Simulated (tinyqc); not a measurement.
Width of the inclusion: polytypes by hexagonality, and a cubic inclusion as a quantum well.

Gap: E3 + (E2 - E3) h. Valence top Ev2 h and polarisation P2 h, both counted from 3C; Ec = Ev + gap.

A cubic inclusion of width L = N d in the host (h = 1) is a well of depth V = Ec(host) - Ec(3C). Square well with mass mismatch: k tan(k L/2) = (m_w/m_b) q, k = sqrt(m_w E/c), q = sqrt(m_b (V - E)/c), c = hbar^2/2m0, lowest root. The depth of the level, V - E, is its binding, and the transition to the valence top of the host is gap(host) - (V - E). The step in polarisation gives a field |F| = |P|/(eps eps0) in a thin inclusion, eps0 = 8.8541878e-12 F/m.

Constants: hbar^2/2m0 = 3.80998211 eV angstrom^2.

Parameters, chosen for this exercise (of the order of those of GaAs; the results hold for these values, not for the real material): E3 = 1.52 eV (gap of the cubic polytype); E2 = 1.529 eV (gap of 2H); Ev2 = 0.104 eV (valence top of 2H above that of 3C); P2 = 0.0016 C/m^2 (spontaneous polarisation of 2H); m = (0.063, 0.071) m0 (electron mass along c in the cubic layer and in the host); d = 3.253 angstrom (thickness of a double layer); eps = 12.8 (dielectric constant).

Without the field: square well. With it, the potential inside is |F| (z - L/2), the host conduction edge lies at V - |F| L/2 on one side and V + |F| L/2 on the other, and the lowest level E_F is found by finite differences (step 0.25 angstrom, wide box, good to about 1 meV). Holes sit in the host on the high side, so the transition is gap(host) - V + E_F - |F| L/2. A dash: bound by less than 2 meV or not at all.

Results:

| N | L (angstrom) | depth (eV) | transition (eV) | depth below the low side, with field (eV) | transition with field (eV) |
|---|---|---|---|---|---|
| 2 | 6.51 | 0.002 | 1.527 | - | - |
| 4 | 13.01 | 0.009 | 1.520 | 0.002 | 1.509 |
| 6 | 19.52 | 0.018 | 1.511 | 0.007 | 1.495 |
| 10 | 32.53 | 0.037 | 1.492 | 0.017 | 1.466 |
| 15 | 48.80 | 0.056 | 1.473 | 0.027 | 1.433 |
| 20 | 65.06 | 0.070 | 1.459 | 0.032 | 1.405 |
| 30 | 97.59 | 0.086 | 1.443 | 0.035 | 1.356 |

The square well binds a level even at N = 2 (2 meV), as any symmetric one-dimensional well does; the depth grows to 86 of 113 meV, and the transition tends to E3 - Ev(host) = 1.416 eV. With the field the level is bound by 2 meV or more for N = 4, 6, 10, 15, 20 and 30, and the transition is lowered by 12 meV at N = 4 and 87 meV at N = 30, where |F| L/2 = 69 meV. Free carriers or surface charge screen the field and the step between the two sides; with the field removed every row returns to its square-well depth, and the attraction to the hole, left out here, binds the electron further.

Run: tinyqc, `OMP_NUM_THREADS=1 python tinyqc.py 1851116 1851117 out.jsonl`; Intel(R) Xeon(R) Processor @ 2.30GHz, one thread, shared host; about 0.08 s of CPU time with all checks.
